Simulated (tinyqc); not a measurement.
# Voltage drop against the resistance of a horizontal segment

A grid of 17 by 17 nodes with segments Rx (rows) and Ry (columns); every node draws I1 and the central node kh I1; pads with resistance Rp sit at the nodes whose row and column are multiples of the pitch, counting from 0. The drops u = Vdd - V follow from G u = i, with G the conductance matrix and i the load currents, solved directly. Here the pitch is 4.

Inputs (values chosen for the exercise):
```
symbol,value,unit,meaning
Vdd,0.65,V,supply voltage
Ry,0.7,ohm,resistance of a vertical segment
Rp,0.13,ohm,resistance from a pad node to the supply
kh,3,,factor on the load at the hot node
I1,0.96,mA,load current of a node in the large grid
```

Result of one run:
```
pads,worst drop (mV),mean drop (mV),largest drop at a pad (mV),largest pad current (mA),worst drop over Vdd (%)
25,4.3509,3.3592,2.0565,15.819,0.66937
```

Which resistance of a horizontal segment Rx gave this result: 0.17, 0.35, 2.8 or 5.6 ohm?

Rx = 0.35 ohm.

The whole series:
```
Rx (ohm),pads,worst drop (mV),mean drop (mV),largest drop at a pad (mV),largest pad current (mA),worst drop over Vdd (%)
0.17,25,3.7650,2.8986,2.0098,15.460,0.57924
0.35,25,4.3509,3.3592,2.0565,15.819,0.66937
0.7,25,5.3135,4.0675,2.0954,16.118,0.81746
1.4,25,6.9589,5.1875,2.1278,16.368,1.0706
2.8,25,9.9050,7.0560,2.1543,16.571,1.5238
5.6,25,15.471,10.429,2.1759,16.737,2.3802
11,25,25.943,16.660,2.1925,16.866,3.9912
```

The worst drop rises from 3.77 to 25.9 mV and the mean drop rises from 2.90 to 16.7 mV. The worst drop goes as Rx^(0.20) between the first two rows and Rx^(0.77) between the last two. The central node is itself a pad.

Numbers from tinyqc (`OMP_NUM_THREADS=1 python tinyqc.py 2770225 2770226 out.jsonl`; about 0.2 s on one thread of a shared Intel Xeon 2.30GHz).
